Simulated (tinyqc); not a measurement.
MOS capacitor on an n-type substrate, surface potential from the exact charge relation: effect of the temperature on threshold and swing.

Uniform n-type substrate, Boltzmann statistics, full ionisation, classical densities. psi is the surface potential against the body (positive when the bands bend down) and u = -psi/Vt. Traps are spread evenly over the gap and neutral at flat band, so their charge is -q Dit psi; the minority quasi-Fermi level is shifted by Vb.

Nc and Nv are given at 350 K and scale as (T/350 K)^1.5; Eg is held fixed. ni = sqrt(Nc Nv) exp(-Eg/(2 Vt)), Eg in volts; phiF = Vt ln(N/ni); Cox = eps0 eox/tox; Vfb = phiM - chi - Vt ln(Nc/N) - q Nf/Cox; VT = Vfb - [(2 phiF + Vb)(1 + q Dit/Cox) + sqrt(2 eps0 eps_r q N (2 phiF + Vb))/Cox]. gamma = sqrt(2 eps0 eps_r q N)/Cox; Wm = sqrt(2 eps0 eps_r (2 phiF + Vb)/(q N)); m = 1 + (eps0 eps_r/Wm + q Dit)/Cox; swing m Vt ln 10; Cmin/Cox = 1/(1 + Cox Wm/(eps0 eps_r)).

Values chosen for this exercise; band and dielectric values close to those of silicon: band gap Eg = 1.11 eV; relative permittivity eps_r = 11.5; conduction-band density of states at the reference temperature Nc = 3.5e19 cm^-3; valence-band density of states at the reference temperature Nv = 3.31e19 cm^-3; electron affinity chi = 4.12 eV; donor density of the substrate N = 1.2e18 cm^-3; relative permittivity of the gate insulator (close to silicon dioxide) eox = 3.9; insulator thickness tox = 4 nm; gate work function phiM = 4.35 eV; fixed charge at the interface, in units of q Nf = 0 cm^-2; density of interface traps Dit = 1.3e10 cm^-2 eV^-1; reverse bias of the inversion layer against the body Vb = 0 V.

Constants: q = 1.602176634e-19 C, kB = 1.380649e-23 J/K, Vt = kB T/q, eps0 = 8.8541878128e-14 F/cm where lengths are in cm. Results are converted to the units shown.

The same in every row: gamma (V^0.5) = 0.7248.

Results:
```
T (K)	Vfb (V)	2 phiF (V)	VT (V)	Wm (nm)	m	swing (mV/decade)	Cmin/Cox
200	0.1863	1.024	-1.573	32.93	1.361	54.00	0.2637
240	0.1719	0.9950	-1.549	32.46	1.366	65.04	0.2665
280	0.1567	0.9647	-1.522	31.97	1.371	76.19	0.2695
320	0.1407	0.9329	-1.495	31.44	1.378	87.47	0.2728
360	0.1240	0.8998	-1.466	30.87	1.384	98.89	0.2764
440	0.08909	0.8303	-1.404	29.66	1.400	122.2	0.2846
```

Estimate the missing row, T = 400 K.

Computed row:
```
T (K)	Vfb (V)	2 phiF (V)	VT (V)	Wm (nm)	m	swing (mV/decade)	Cmin/Cox
400	0.1068	0.8656	-1.435	30.28	1.392	110.5	0.2803
```

With this row back in the table: As T goes from 200 to 440, VT rises from -1.57 to -1.40 V, the swing rises from 54.0 to 122 mV/decade and Cmin/Cox rises from 0.264 to 0.285. Of the change of VT by 0.169 V, -0.0972 V comes from Vfb and 0.267 V from the band bending and the charge it takes. VT changes by 0.706 mV/K on average.

Computed by the program tinyqc: `OMP_NUM_THREADS=1 python tinyqc.py 2060155 2060156 out.jsonl`, one thread of a shared Intel Xeon 2.30GHz, about 0.01 s for the whole run.
